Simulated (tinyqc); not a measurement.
Inside a calculation: Koster-Slater impurity in an sp3s* host. Values are carried at full precision from step to step, so a last printed digit may differ when a step is redone from the rounded ones.

sp3s* tight binding, nearest neighbours only: anion (a) at 0, cation (c) at a/4 (1,1,1), orbitals s, px, py, pz, s* on each; k in units of 2 pi/a. With phases e_j = exp(i (pi/2) k.n_j) for n = (1,1,1), (1,-1,-1), (-1,1,-1), (-1,-1,1): g0 = (e1+e2+e3+e4)/4, g1 = (e1+e2-e3-e4)/4, g2 = (e1-e2+e3-e4)/4, g3 = (e1-e2-e3+e4)/4. The diagonal holds the levels Esa, Epa, Exa (s*) and Esc, Epc, Exc. Anion-cation block: <sa|sc> = Vss g0; <sa|xc> = Vsapc g1; <xa|sc> = -Vscpa g1; <xa|xc> = Vxx g0; <xa|yc> = <ya|xc> = Vxy g3, <xa|zc> = <za|xc> = Vxy g2, <ya|zc> = <za|yc> = Vxy g1; <s*a|xc> = Vxapc g1; <xa|s*c> = -Vpaxc g1; y and z take g2 and g3 in place of g1; s-s* and s*-s* vanish.

Values chosen for the exercise (out of a larger set: near a published set for diamond; not measured data): p = (-4.529, 3.85, -4.529, 3.85, 11.406, 11.406, -22.686, 3.826, 11.649, 15.172, 15.172, 8.239, 8.239) eV (order Esa, Epa, Esc, Epc, Exa, Exc, Vss, Vxx, Vxy, Vsapc, Vscpa, Vxapc, Vpaxc); N = 6 (mesh); V = -18.2 eV (shift of the s level).

## The gap of the host

Gaps from the top of the valence band to Gamma, to the minimum on (x,0,0) from 0.5 to 1, and to L; the smallest is Eg.

top of the valence band on the scale of the parameters = 0.0240 eV

gaps (eV): Gamma 7.6520, Delta 5.2797, L 7.5687

Eg (smallest gap of the host) = 5.2797 eV

## Where the weight lies

A defect on a cation site (c) shifts the s level there by Vs or the three p levels by Vp and leaves the rest. A level in the gap solves 1/Vs = G_s(E) (symmetry A1) or 1/Vp = G_p(E) (T2, threefold), with G(E) = (1/N^3) sum over k and bands of w/(E - e), where w is the weight of the state on the s orbital of that site, or the mean weight on its px, py, pz. Mesh: k = f1 (-1,1,1) + f2 (1,-1,1) + f3 (1,1,-1), f = (j + 1/2)/N, j = 0 to N - 1. Energies from the top of the valence band at Gamma; the s* orbital of the site is left as it is. An infinite shift removes the s or p orbitals, the model of the ideal vacancy: G(E) = 0.

For each band: mean energy over the mesh and summed weights; each column of weights adds to one.

Bands:
```
band,mean energy (eV),s weight,p weight
1,-21.479,0.3933,0.0337
2,-12.600,0.1603,0.1049
3,-6.090,0.0069,0.1641
4,-4.919,0.0033,0.1653
5,6.490,0.0618,0.0525
6,9.419,0.1258,0.0417
7,12.745,0.0117,0.1469
8,13.768,0.0131,0.1416
9,18.598,0.0974,0.0688
10,20.681,0.1264,0.0806
```

The filled bands hold 0.564 of the s orbital and 0.468 of each p orbital of the cation. Filled states add positive terms to G in the gap and empty ones negative terms.

## Green functions across the gap

G at nine energies E = Eg j/8.

G(E) (1/eV):
```
E (eV),G_s,G_p
0.0000,-0.00410,0.04844
0.6600,-0.00831,0.02905
1.3199,-0.01285,0.01676
1.9799,-0.01795,0.00643
2.6399,-0.02397,-0.00330
3.2998,-0.03147,-0.01337
3.9598,-0.04158,-0.02497
4.6198,-0.05721,-0.04081
5.2797,-0.09534,-0.07867
```

Both fall with E, as dG/dE = -sum w/(E - e)^2 demands. G_s keeps its sign, so the vacancy has no level of this symmetry in the gap. G_p changes sign, so the vacancy has a level of this symmetry in the gap.

## A first estimate from the table

A defect that shifts the s level of its cation site by V has a level where the host Green function G_s(E) equals 1/V; E is counted from the top of the valence band. Find it by linear interpolation between the two rows that bracket it.

1/V = -0.05495 1/eV
estimated level = 4.524 eV

## The level and its weight on the defect

Solve by bisection with the full sum. The weight of the bound state on the shifted orbital is G^2/(-G'), which is also dE/dV.

level = 4.5446 eV
G'(E) = -0.02898 1/eV^2
weight on the defect orbital = 0.1042

The level lies 4.545 eV above the valence band and 0.735 eV below the conduction band. Only 10.4 % of it sits on the shifted orbital, the rest on other orbitals (the s* of the same site among them), so a shift of 1 eV moves the level by about 104 meV.

## Checks

- Sum of the s weights over all bands against one: both 1.00000.
- First moment of the s weights against the s level of the site, on the scale of the parameters: both -4.52900.

Program tinyqc; command `OMP_NUM_THREADS=1 python tinyqc.py 1451830 1451831 out.jsonl`; about 0.03 s on one thread of a shared Intel(R) Xeon(R) Processor @ 2.30GHz.
